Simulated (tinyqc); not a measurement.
Trench capacitor in an array: capacitance, non-linearity, leakage and relaxation: two steps of the calculation.

A film between two metal electrodes, each interface adding a series capacitance ci. The small-signal permittivity is ek (1 + aq E^2); the field is found with the linear permittivity. Leakage J = J0 sinh(E/Ef). After a voltage step the film passes a relaxation current kr C V tt^(-nr), tt being the time in seconds. The sidewall is a coaxial capacitor with radii a = dm/2 - t and b = dm/2, depth AR dm; the end face is left out.

Inputs (values chosen for the exercise); permittivity of the order of that of silicon nitride: relative permittivity of the film ek = 6.85; film thickness t = 4.2 nm; capacitance of each electrode interface (dead layer and screening) ci = 42 uF/cm^2; quadratic field coefficient of the permittivity aq = 0.0033 cm^2/MV^2; bias V = 1.3 V; leakage prefactor J0 = 4.8e-10 A/cm^2; field for an e-fold rise of the leakage Ef = 0.32 MV/cm; diameter of the hole dm = 38 nm; aspect ratio, depth over diameter AR = 30; pitch of the square array pt = 79 nm; resistivity of the inner electrode rho = 1200 uohm cm.

Constants: eps0 = 8.8541878128e-14 F/cm where lengths are in cm. Results are converted to the units shown.

Task 1. Planar capacitance, field and non-linearity. Planar film: Cf = eps0 ek/t, 1/C = 1/Cf + 2/ci, EOT = 3.9 eps0/C, effective permittivity C t/eps0, E = (V/t) C/Cf; quadratic coefficient [C(V)/C - 1]/V^2 with Cf (1 + aq E^2) in C(V).

Find: Cf; C; EOT; effective permittivity; E; quadratic coefficient; J.

Result 1.

Cf = 1.4441 uF/cm^2
C = 1.3512 uF/cm^2
EOT = 2.5557 nm
effective permittivity = 6.4093
E = 2.8961 MV/cm
quadratic coefficient = 15297 ppm/V^2
J = 2.0450e-6 A/cm^2

The interfaces take 6.43 % of the voltage.

Task 2. Cell capacitance, fields and time constant. Per length 1/c = ln(b/a)/(2 pi eps0 ek) + (1/a + 1/b)/(2 pi ci); cell capacitance c AR dm; per footprint over pt^2; fields c V/(2 pi eps0 ek r) at r = a and b; resistance of the inner electrode rho AR dm/(pi a^2); time constant R C/3 of the distributed line.

Find: a; b; cell capacitance; capacitance per footprint; field at a; field at b; R; R C/3.

Result 2.

a = 14.80 nm
b = 19.00 nm
cell capacitance = 1.626 fF
capacitance per footprint = 26.05 uF/cm^2
field at a = 3.288 MV/cm
field at b = 2.561 MV/cm
R = 19.88 kohm
R C/3 = 10.78 ps

The array gives 19.3 times the planar capacitance per footprint; curvature makes the field at the inner electrode 1.14 times the planar value.

tinyqc, about 0.01 s, one thread, Intel Xeon 2.30GHz (shared host): `OMP_NUM_THREADS=1 python tinyqc.py 2102186 2102187 out.jsonl`
